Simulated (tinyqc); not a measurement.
Length of a molecular wire: coherent transport through a tight-binding bridge. Computed by the program tinyqc. T = Gamma_L Gamma_R |G_1n|^2 with the self-energies of semi-infinite chains.

A uniform bridge between two chains:
```
parameter                       value
site energy (eV)             1.370000
hopping in the bridge (eV)   0.720000
lead hopping (eV)            2.030000
couplings (eV)              0.57, 0.4
E (eV)                       0.500000
```

Transmission against length:
```
sites           T    ln T
2      2.4020e-01  -1.426
3      2.0678e-01  -1.576
4      5.6436e-02  -2.875
5      9.9106e-02  -2.312
6      7.5399e-01  -0.282
7      7.3061e-02  -2.616
8      6.3383e-02  -2.759
9      4.3710e-01  -0.828
10     1.3367e-01  -2.012
```

What does the comparison show, and why?

E lies inside the band of the bridge (|E - e|/2h = 0.604 < 1): T does not decay but oscillates with length, between 0.056 and 0.754 here, as levels of the bridge pass E.
